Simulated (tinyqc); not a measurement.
Space-charge-limited current with shallow traps: two steps of the calculation.

One carrier type, drift only, an injecting contact at x = 0 (zero field) and thickness L. The share th = y/(1 + y), y = (Nc/Nt) exp(-Et/kB T), of the injected charge is free: J = q mu n F, eps0 eps_r dF/dx = q (n - n0)/th.

Values chosen for this exercise: temperature T = 350 K; relative permittivity eps_r = 15.1; mobility mu = 3 cm^2/(V s); thickness L = 7700 nm; band density of states Nc = 8.4e20 cm^-3; trap density Nt = 2.1e15 cm^-3; trap depth Et = 0.41 eV; free carrier density in equilibrium n0 = 2e12 cm^-3; voltage V = 6.6 V.

Constants: q = 1.602176634e-19 C, kB = 1.380649e-23 J/K, Vt = kB T/q, eps0 = 8.8541878128e-14 F/cm where lengths are in cm. Results are converted to the units shown.

Task 1. Limits and characteristic voltages. Ohmic J = q n0 mu V/L; Mott-Gurney J = (9/8) th eps0 eps_r mu V^2/L^3; they cross at Vx = 8 q n0 L^2/(9 th eps0 eps_r); traps fill at V_TFL = q Nt L^2/(2 eps0 eps_r).

Find: th; ohmic J; Mott-Gurney J; Vx; V_TFL.

Result 1.

th = 0.33300
ohmic J = 0.0082398 A/cm^2
Mott-Gurney J = 0.14337 A/cm^2
Vx = 0.37931 V
V_TFL = 74.603 V

Task 2. The exact current. Exact: with u = n0/n(L), w = -u - ln(1 - u) and v = -u - u^2/2 - ln(1 - u), V = (q n0 L^2/(th eps0 eps_r)) v/w^2 and J = q^2 n0^2 mu L/(th eps0 eps_r w). v/w^2 falls steadily with u, so u follows by bisection.

Wanted: v/w^2; u; w; J; exit field over V/L.

Result 2.

v/w^2 = 15.467
u = 0.082042
w = 0.0035616
J = 0.14958 A/cm^2
exit field over V/L = 1.4893

J is 1.3 % below the plain sum of the two limits; the exit field lies between the ohmic 1 and the Mott-Gurney 1.5.

Range of the model: Diffusion and a field-dependent mobility are left out. With injecting contacts the diffusion current, about 4 pi^2 Vt th eps0 eps_r mu V/L^3, equals the Mott-Gurney current at V = 35 kB T/q (0.9 V at 300 K), so the drift-only result needs V well above that.

tinyqc, about 0.01 s, one thread, Intel Xeon 2.30GHz (shared host): `OMP_NUM_THREADS=1 python tinyqc.py 2370038 2370039 out.jsonl`
